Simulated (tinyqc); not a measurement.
Peierls distortion of a half-filled chain, step by step. Values are carried at full precision from step to step, so a last printed digit may differ when a step is redone from the rounded ones.

Atoms move by +/- u, so bonds change by -/+ 2u and hoppings are t +/- 2 al u. Bands E = -/+ sqrt((2 t cos x)^2 + D^2 sin^2 x) with D = 4 al u, x = k a in (0, pi/2); the gap is 2D. Energy per atom at zero temperature: E(u) = -mean_x sqrt(...) + 2 K u^2; exactly, the mean is (4t/pi) E(1 - z^2), z = D/2t, E the complete elliptic integral of the second kind with parameter m. Coupling lambda = 2 al^2/(pi t K).

Constants: kB = 8.617333262e-05 eV/K.

Parameters, chosen for this exercise: t = 2.54 eV (hopping of the even chain); al = 5.1 eV/angstrom (change of hopping with bond length); K = 20 eV/angstrom^2 (spring constant of a bond); u = 0.014 angstrom (trial shift of alternate atoms); N = 4 (k points).

## Energy at a trial distortion

Use the mesh x_j = (j + 1/2) pi/(2N), j = 0 .. N-1, and also the elliptic integral.

D = 0.2856 eV

|E| on the mesh (eV): 4.9827  4.2268  2.8323  1.0299

band energy on the mesh = -3.2679 eV
elastic energy = 0.0078 eV
total, exact = -3.2454 eV
exact E(u) - E(0) = -0.0114 eV

This distortion lowers the energy; the mesh errs by -14.64 meV.

## The equilibrium distortion

dE/du = 0 gives 1 = (4 al^2/K) mean(sin^2 x/|E|); solve with the exact mean, and compare with the weak-coupling form D = 8 t exp(-1 - 1/(2 lambda)).

lambda = 0.3260
u0 = 0.0889 angstrom
gap 2D = 3.625 eV
gap, weak coupling = 3.225 eV
E(u0) - E(0) per atom = -92.98 meV

Long and short bonds differ by 4 u0 = 0.3554 angstrom. The weak-coupling gap is 0.889 of the full one. The gain is far smaller than the gap, since only states near the zone edge move.

## Length and phonon scales

Coherence length xi/a = 2t/D with D half the gap; mean-field transition kB Tp = D/1.764 (weak coupling); for the optical mode at the zone edge (omega_R/omega_0)^2 = 2 lambda at weak coupling.

xi/a = 2.80
Tp = 1.19e+04 K
omega_R/omega_0 = 0.807

Tp is a mean-field scale: in a single chain fluctuations forbid the transition, and coupling between chains sets the real one, far lower.

## Checks

- Total energy at u0 on 4000 points against the elliptic integral (eV): both -3.32700.

Computed by tinyqc, a small Python program: `OMP_NUM_THREADS=1 python tinyqc.py 1681247 1681248 out.jsonl` (the numbers bound the seed that draws the inputs); one thread of a shared host (Intel(R) Xeon(R) Processor @ 2.30GHz), about 0.07 s for the whole set of steps.
